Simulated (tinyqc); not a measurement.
RKS/B3LYP (VWN-RPA form) in the 6-31g basis, for H2, spin multiplicity 1, step by step. Computed by tinyqc, a small Python program that keeps every step (integrals from PySCF). Settings: charge = 0, multiplicity = 1, basis = 6-31g, energy threshold = 1e-08, iteration cap = 68, orthogonalisation = symmetric, start = core, DIIS depth = 8, method = RKS, functional = b3lyp, grid = [40, 14]. Command: `OMP_NUM_THREADS=1 python tinyqc.py 24326 24327 out.jsonl` (the two numbers bound the seeds that draw the settings). One thread of a shared host (Intel(R) Xeon(R) Processor @ 2.60GHz), about 0.3 s of CPU time with the checks. Later iterations appear only in the table of the cycle.

## One-electron integrals

Geometry (angstrom):
```
atom        x        y        z
H     0.00000  0.00000  0.00000
H     0.00000  0.00000  0.68200
```

Basis 6-31g: exponents (1/bohr^2) and contraction coefficients of normalised primitives:
```
element  l (shell)  exponent  coefficient
H            s (1)  18.73114      0.03349
H            s (1)   2.82539      0.23473
H            s (1)   0.64012      0.81376
H            s (2)   0.16128      1.00000
```

Overlap, kinetic and nuclear-attraction integrals over the contracted functions; the nuclear repulsion is the sum of Za Zb / Rab.

nuclear repulsion = 0.7759197 hartree

overlap S, order 1H 1s, 1H 2s, 2H 1s, 2H 2s:
```
[[1.00000, 0.65829, 0.50851, 0.52915],
 [0.65829, 1.00000, 0.52915, 0.87464],
 [0.50851, 0.52915, 1.00000, 0.65829],
 [0.52915, 0.87464, 0.65829, 1.00000]]
```

kinetic energy T (hartree), order 1H 1s, 1H 2s, 2H 1s, 2H 2s:
```
[[1.39568, 0.25974, 0.30173, 0.17817],
 [0.25974, 0.24192, 0.17817, 0.19270],
 [0.30173, 0.17817, 1.39568, 0.25974],
 [0.17817, 0.19270, 0.25974, 0.24192]]
```

nuclear attraction V (hartree), order 1H 1s, 1H 2s, 2H 1s, 2H 2s:
```
[[-2.40888, -1.20641, -1.20314, -1.00243],
 [-1.20641, -1.18353, -1.00243, -1.07293],
 [-1.20314, -1.00243, -2.40888, -1.20641],
 [-1.00243, -1.07293, -1.20641, -1.18353]]
```

core Hamiltonian H = T + V (hartree), order 1H 1s, 1H 2s, 2H 1s, 2H 2s:
```
[[-1.01320, -0.94668, -0.90141, -0.82426],
 [-0.94668, -0.94161, -0.82426, -0.88023],
 [-0.90141, -0.82426, -1.01320, -0.94668],
 [-0.82426, -0.88023, -0.94668, -0.94161]]
```

## Two-electron integrals

Functions are numbered as in S; the eight-fold symmetry (ij|kl) = (ji|kl) = (kl|ij) leaves the list below.

Two-electron integrals (ij|kl) in chemists' order, unique and non-zero (hartree):
```
(11|11) 1.07657   (21|11) 0.57847   (21|21) 0.32942   (22|11) 0.58740
(22|21) 0.36130   (22|22) 0.45315   (31|11) 0.46568   (31|21) 0.26336
(31|22) 0.28467   (31|31) 0.25233   (32|11) 0.37230   (32|21) 0.22401
(32|22) 0.26649   (32|31) 0.22028   (32|32) 0.21198   (33|11) 0.70011
(33|21) 0.42605   (33|22) 0.50978   (33|31) 0.46568   (33|32) 0.45918
(33|33) 1.07657   (41|11) 0.45918   (41|21) 0.26225   (41|22) 0.28896
(41|31) 0.22028   (41|32) 0.19060   (41|33) 0.37230   (41|41) 0.21198
(42|11) 0.49506   (42|21) 0.30592   (42|22) 0.38767   (42|31) 0.25804
(42|32) 0.25042   (42|33) 0.49506   (42|41) 0.25042   (42|42) 0.34666
(43|11) 0.42605   (43|21) 0.26048   (43|22) 0.31892   (43|31) 0.26336
(43|32) 0.26225   (43|33) 0.57847   (43|41) 0.22401   (43|42) 0.30592
(43|43) 0.32942   (44|11) 0.50978   (44|21) 0.31892   (44|22) 0.41574
(44|31) 0.28467   (44|32) 0.28896   (44|33) 0.58740   (44|41) 0.26649
(44|42) 0.38767   (44|43) 0.36130   (44|44) 0.45315
```

## Orthogonalisation

S = U s U^T; symmetric (Loewdin) form X = U s^(-1/2) U^T, so that X^T S X = 1.

eigenvalues of S: [0.08439, 0.49011, 0.53245, 2.89305]

X, order 1H 1s, 1H 2s, 2H 1s, 2H 2s:
```
[[1.31604, -0.50625, -0.24383, 0.09091],
 [-0.50625, 2.09851, 0.09091, -1.15437],
 [-0.24383, 0.09091, 1.31604, -0.50625],
 [0.09091, -1.15437, -0.50625, 2.09851]]
```

## Starting guess

The start is the orbitals of the core Hamiltonian; D = 2 C_occ C_occ^T.

D at the start, order 1H 1s, 1H 2s, 2H 1s, 2H 2s:
```
[[0.40257, 0.13147, 0.40257, 0.13147],
 [0.13147, 0.04294, 0.13147, 0.04294],
 [0.40257, 0.13147, 0.40257, 0.13147],
 [0.13147, 0.04294, 0.13147, 0.04294]]
```

## Iteration 1: exchange-correlation on the grid

Becke grid with 40 radial and 14 angular points per atom, points of zero weight dropped. rho = sum D_ij phi_i phi_j; V_xc,ij = sum w v_xc phi_i phi_j plus the gradient terms; v_xc is d(rho eps)/d rho at fixed gradient. Exact exchange is left to K.

The 12 grid points with the largest w rho, of 1086 (bohr, atomic units):
```
x                y        z        w      rho  |grad rho|^2    eps_xc      v_xc
0.49903    0.49903  0.49903  0.06887  0.15531       0.11424  -0.38357  -0.45736
-0.49903   0.49903  0.49903  0.06887  0.15531       0.11424  -0.38357  -0.45736
-0.49903  -0.49903  0.49903  0.06887  0.15531       0.11424  -0.38357  -0.45736
0.49903   -0.49903  0.49903  0.06887  0.15531       0.11424  -0.38357  -0.45736
-0.49903   0.49903  0.78976  0.06887  0.15531       0.11424  -0.38357  -0.45736
0.49903    0.49903  0.78976  0.06887  0.15531       0.11424  -0.38357  -0.45736
0.49903   -0.49903  0.78976  0.06887  0.15531       0.11424  -0.38357  -0.45736
-0.49903  -0.49903  0.78976  0.06887  0.15531       0.11424  -0.38357  -0.45736
-0.57960   0.57960  0.57960  0.08431  0.12049       0.07436  -0.35846  -0.42152
0.57960    0.57960  0.57960  0.08431  0.12049       0.07436  -0.35846  -0.42152
0.57960    0.57960  0.70919  0.08431  0.12049       0.07436  -0.35846  -0.42152
-0.57960   0.57960  0.70919  0.08431  0.12049       0.07436  -0.35846  -0.42152
```

electrons on the grid, sum of w rho = 2.00987

E_xc = sum of w rho eps_xc = -0.6829468 hartree

V_xc (hartree), order 1H 1s, 1H 2s, 2H 1s, 2H 2s:
```
[[-0.48194, -0.25350, -0.25106, -0.21127],
 [-0.25350, -0.23617, -0.21127, -0.21524],
 [-0.25106, -0.21127, -0.48194, -0.25350],
 [-0.21127, -0.21524, -0.25350, -0.23617]]
```

## Iteration 1: building the Kohn-Sham matrix

J_ij = sum D_kl (ij|kl), K_ij = sum D_kl (ik|jl); F = H + J - 0.1 K + V_xc; E = tr D H + tr D J / 2 - 0.05 tr D K + E_xc + E_nn.

Coulomb J (hartree), order 1H 1s, 1H 2s, 2H 1s, 2H 2s:
```
[[1.66255, 0.95488, 0.87904, 0.79115],
 [0.95488, 1.06639, 0.79115, 0.96197],
 [0.87904, 0.79115, 1.66255, 0.95488],
 [0.79115, 0.96197, 0.95488, 1.06639]]
```

exchange K (hartree), order 1H 1s, 1H 2s, 2H 1s, 2H 2s:
```
[[1.35568, 0.97522, 1.13405, 0.92959],
 [0.97522, 0.77730, 0.92959, 0.76488],
 [1.13405, 0.92959, 1.35568, 0.97522],
 [0.92959, 0.76488, 0.97522, 0.77730]]
```

Kohn-Sham matrix F (hartree), order 1H 1s, 1H 2s, 2H 1s, 2H 2s:
```
[[0.03185, -0.34282, -0.38684, -0.33734],
 [-0.34282, -0.18912, -0.33734, -0.20998],
 [-0.38684, -0.33734, 0.03185, -0.34282],
 [-0.33734, -0.20998, -0.34282, -0.18912]]
```

total energy of this density = -1.1238856 hartree

## Iteration 1: diagonalisation and new density

Diagonalise F' = X^T F X, C = X C', fill 1 alpha and 1 beta electrons from the bottom; D = 2 C_occ C_occ^T. Each column has its largest component positive (the first on a tie).

F' = X^T F X (hartree):
```
[[0.58262, -0.47579, -0.45378, -0.01548],
 [-0.47579, 0.25390, -0.01548, -0.13746],
 [-0.45378, -0.01548, 0.58262, -0.47579],
 [-0.01548, -0.13746, -0.47579, 0.25390]]
```

orbital energies (hartree): [-0.36868, 0.15183, 0.61395, 1.27594]

coefficients C, order 1H 1s, 1H 2s, 2H 1s, 2H 2s:
```
[[0.32373, 0.13458, 0.74583, -1.17337],
 [0.26869, 1.84550, -0.67806, 1.43634],
 [0.32373, -0.13458, 0.74583, 1.17337],
 [0.26869, -1.84550, -0.67806, -1.43634]]
```

D after iteration 1, order 1H 1s, 1H 2s, 2H 1s, 2H 2s:
```
[[0.20960, 0.17396, 0.20960, 0.17396],
 [0.17396, 0.14438, 0.17396, 0.14438],
 [0.20960, 0.17396, 0.20960, 0.17396],
 [0.17396, 0.14438, 0.17396, 0.14438]]
```

## Iteration 2: exchange-correlation on the grid

As before.

The 12 grid points with the largest w rho, of 1086 (bohr, atomic units):
```
x                y        z        w      rho  |grad rho|^2    eps_xc      v_xc
-0.49903  -0.49903  0.49903  0.06887  0.12695       0.05389  -0.35683  -0.43136
-0.49903   0.49903  0.49903  0.06887  0.12695       0.05389  -0.35683  -0.43136
0.49903   -0.49903  0.49903  0.06887  0.12695       0.05389  -0.35683  -0.43136
0.49903    0.49903  0.49903  0.06887  0.12695       0.05389  -0.35683  -0.43136
-0.49903  -0.49903  0.78976  0.06887  0.12695       0.05389  -0.35683  -0.43136
0.49903    0.49903  0.78976  0.06887  0.12695       0.05389  -0.35683  -0.43136
0.49903   -0.49903  0.78976  0.06887  0.12695       0.05389  -0.35683  -0.43136
-0.49903   0.49903  0.78976  0.06887  0.12695       0.05389  -0.35683  -0.43136
0.57960    0.57960  0.70919  0.08431  0.10277       0.03749  -0.33677  -0.40293
-0.57960  -0.57960  0.70919  0.08431  0.10277       0.03749  -0.33677  -0.40293
-0.57960   0.57960  0.70919  0.08431  0.10277       0.03749  -0.33677  -0.40293
0.57960   -0.57960  0.70919  0.08431  0.10277       0.03749  -0.33677  -0.40293
```

electrons on the grid, sum of w rho = 1.99937

E_xc = sum of w rho eps_xc = -0.5779828 hartree

V_xc (hartree), order 1H 1s, 1H 2s, 2H 1s, 2H 2s:
```
[[-0.45597, -0.24651, -0.23730, -0.20468],
 [-0.24651, -0.24193, -0.20468, -0.21961],
 [-0.23730, -0.20468, -0.45597, -0.24651],
 [-0.20468, -0.21961, -0.24651, -0.24193]]
```

## Iteration 2: building the Kohn-Sham matrix

As before.

Coulomb J (hartree), order 1H 1s, 1H 2s, 2H 1s, 2H 2s:
```
[[1.50778, 0.88193, 0.79425, 0.72838],
 [0.88193, 1.01663, 0.72838, 0.91488],
 [0.79425, 0.72838, 1.50778, 0.88193],
 [0.72838, 0.91488, 0.88193, 1.01663]]
```

exchange K (hartree), order 1H 1s, 1H 2s, 2H 1s, 2H 2s:
```
[[1.15695, 0.93265, 0.97071, 0.88777],
 [0.93265, 0.84680, 0.88777, 0.83157],
 [0.97071, 0.88777, 1.15695, 0.93265],
 [0.88777, 0.83157, 0.93265, 0.84680]]
```

Kohn-Sham matrix F (hartree), order 1H 1s, 1H 2s, 2H 1s, 2H 2s:
```
[[-0.07709, -0.40452, -0.44154, -0.38933],
 [-0.40452, -0.25160, -0.38933, -0.26812],
 [-0.44154, -0.38933, -0.07709, -0.40452],
 [-0.38933, -0.26812, -0.40452, -0.25160]]
```

total energy of this density = -1.1735850 hartree

## Iteration 2: DIIS over 2 matrices

error matrix X^T (FDS - SDF) X:
```
[[0.00000, -0.03073, 0.00000, -0.03073],
 [0.03073, 0.00000, 0.03073, 0.00000],
 [0.00000, -0.03073, 0.00000, -0.03073],
 [0.03073, 0.00000, 0.03073, 0.00000]]
```

B (overlaps of the stored error matrices):
```
[[2.2707858e-01, -4.1412519e-02],
 [-4.1412519e-02, 7.5524372e-03]]
```

Minimise |sum c_i e_i|^2 with sum c_i = 1: solve [B -1; -1 0][c; lambda] = [0; -1] with B_ij = tr e_i^T e_j, and take F = sum c_i F_i.

DIIS coefficients: [0.15424, 0.84576]

extrapolated F (hartree), order 1H 1s, 1H 2s, 2H 1s, 2H 2s:
```
[[-0.06029, -0.39501, -0.43310, -0.38131],
 [-0.39501, -0.24196, -0.38131, -0.25916],
 [-0.43310, -0.38131, -0.06029, -0.39501],
 [-0.38131, -0.25916, -0.39501, -0.24196]]
```

## Iteration 2: diagonalisation and new density

As before.

F' = X^T F X (hartree):
```
[[0.48828, -0.47931, -0.45050, -0.02425],
 [-0.47931, 0.22258, -0.02425, -0.14554],
 [-0.45050, -0.02425, 0.48828, -0.47931],
 [-0.02425, -0.14554, -0.47931, 0.22258]]
```

orbital energies (hartree): [-0.44654, 0.11633, 0.56136, 1.19056]

coefficients C, order 1H 1s, 1H 2s, 2H 1s, 2H 2s:
```
[[0.34286, 0.16453, 0.73723, -1.16954],
 [0.25111, 1.80818, -0.68476, 1.48305],
 [0.34286, -0.16453, 0.73723, 1.16954],
 [0.25111, -1.80818, -0.68476, -1.48305]]
```

D after iteration 2, order 1H 1s, 1H 2s, 2H 1s, 2H 2s:
```
[[0.23510, 0.17219, 0.23510, 0.17219],
 [0.17219, 0.12611, 0.17219, 0.12611],
 [0.23510, 0.17219, 0.23510, 0.17219],
 [0.17219, 0.12611, 0.17219, 0.12611]]
```

## Iteration 5 (converged): orbitals

converged F (hartree), order 1H 1s, 1H 2s, 2H 1s, 2H 2s:
```
[[-0.06041, -0.39519, -0.43323, -0.38151],
 [-0.39519, -0.24201, -0.38151, -0.25922],
 [-0.43323, -0.38151, -0.06041, -0.39519],
 [-0.38151, -0.25922, -0.39519, -0.24201]]
```

As before.

F' = X^T F X (hartree):
```
[[0.48829, -0.47944, -0.45049, -0.02443],
 [-0.47944, 0.22271, -0.02443, -0.14551],
 [-0.45049, -0.02443, 0.48829, -0.47944],
 [-0.02443, -0.14551, -0.47944, 0.22271]]
```

orbital energies (hartree): [-0.44675, 0.11645, 0.56176, 1.19054]

coefficients C, order 1H 1s, 1H 2s, 2H 1s, 2H 2s:
```
[[0.34290, 0.16455, 0.73721, -1.16954],
 [0.25107, 1.80816, -0.68477, 1.48308],
 [0.34290, -0.16455, 0.73721, 1.16954],
 [0.25107, -1.80816, -0.68477, -1.48308]]
```

D after iteration 5, order 1H 1s, 1H 2s, 2H 1s, 2H 2s:
```
[[0.23516, 0.17218, 0.23516, 0.17218],
 [0.17218, 0.12607, 0.17218, 0.12607],
 [0.23516, 0.17218, 0.23516, 0.17218],
 [0.17218, 0.12607, 0.17218, 0.12607]]
```

## Convergence

Stop when the energy changes by less than 1e-08 hartree and every element of the error matrix X^T (F D S - S D F) X is below 3e-05.

Course of the cycle:
```
iteration  E (hartree)     change  largest element of the error matrix
1           -1.1238856          -                             1.68e-01
2           -1.1735850  -4.97e-02                             3.07e-02
3           -1.1751717  -1.59e-03                             6.08e-05
4           -1.1751717  -4.18e-09                             3.50e-05
5           -1.1751717  -1.05e-09                             2.46e-05
```

PySCF RKS in the same basis, fine grid = -1.1726249 hartree

Converged in 5 iterations. The coarse grid moves the energy by -2.55e-03 hartree.

## Populations, bond orders and dipole

Mulliken: Z minus the diagonal of D S on the atom; Loewdin: the same with S^(1/2) D S^(1/2); Mayer order: 2 sum_s sum (D(s) S)_ij (D(s) S)_ji over the two atoms.

Charges (e):
```
atom  Mulliken  Loewdin
1H           0        0
2H           0        0
```

Mayer bond orders:
```
pair    order
2-1   1.00000
```

dipole moment about the origin, x y z (debye): [0.00000, 0.00000, 0.00000]
